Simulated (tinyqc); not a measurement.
What moves the exposure: standing waves and exposure in a photoresist film.

Normal incidence from air. Unexposed resist: N1 = n1 + i k1 with k1 = (A + B) lam/(4 pi), lam in micrometres. r01 = (1 - N1)/(1 + N1), t01 = 2/(1 + N1). Below the resist lie the layer Na = na + i ka and the substrate Ns = ns + i ks: r12 = (r1a + ras x)/(1 + r1a ras x), x = exp(4 pi i Na da/lam), r1a = (N1 - Na)/(N1 + Na), ras = (Na - Ns)/(Na + Ns). With p = exp(2 pi i N1 d/lam), the field at depth z is E(z) = t01 [exp(2 pi i N1 z/lam) + r12 p^2 exp(-2 pi i N1 z/lam)]/(1 + r01 r12 p^2), the relative intensity I(z) = n1 |E(z)|^2 and the reflectance R = |(r01 + r12 p^2)/(1 + r01 r12 p^2)|^2.

Inputs chosen for the exercise (a resist on W, indices near tabulated ones; not measured data): lam = 193 nm (vacuum wavelength); n1 = 1.714 (resist index); A = 0.08 1/micrometre (bleachable absorption (Dill A)); B = 0.54 1/micrometre (fixed absorption (Dill B)); d = 126 nm (resist thickness); ns = 1.3 (substrate n); ks = 2.916 (substrate k); na = 1.873 (n of the bottom antireflection layer); ka = 0.346 (its k); da = 34 nm (its thickness).

The mean of I is over 800 depths.

Results for these values:

| case | \|r12\|^2 | R | mean I | I at the bottom |
|---|---|---|---|---|
| base | 0.0487 | 0.1767 | 0.8310 | 0.5798 |

What happens to each result for ka = 0.45, all else kept?

Answer: |r12|^2 falls from 0.0487 to 0.0235; R falls from 0.1767 to 0.1230; mean I rises from 0.8310 to 0.8573; I at the bottom rises from 0.5798 to 0.6201.

The same for each parameter in turn:

| case | \|r12\|^2 | R | mean I | I at the bottom |
|---|---|---|---|---|
| base | 0.0487 | 0.1767 | 0.8310 | 0.5798 |
| d = 136 nm | 0.0487 | 0.0841 | 0.9170 | 0.6411 |
| n1 = 1.731 | 0.0472 | 0.1707 | 0.8334 | 0.5900 |
| B = 0.74 1/micrometre | 0.0490 | 0.1741 | 0.8218 | 0.5665 |
| ks = 2.624 | 0.0451 | 0.1655 | 0.8384 | 0.5685 |
| da = 44 nm | 0.0807 | 0.1053 | 0.9742 | 0.4881 |
| ka = 0.45 | 0.0235 | 0.1230 | 0.8573 | 0.6201 |

Computed by tinyqc, a small Python program: `OMP_NUM_THREADS=1 python tinyqc.py 1651306 1651307 out.jsonl` (the numbers bound the seed that draws the inputs); one thread of a shared host (Intel(R) Xeon(R) Processor @ 2.30GHz), about 0.01 s for the whole set of steps.
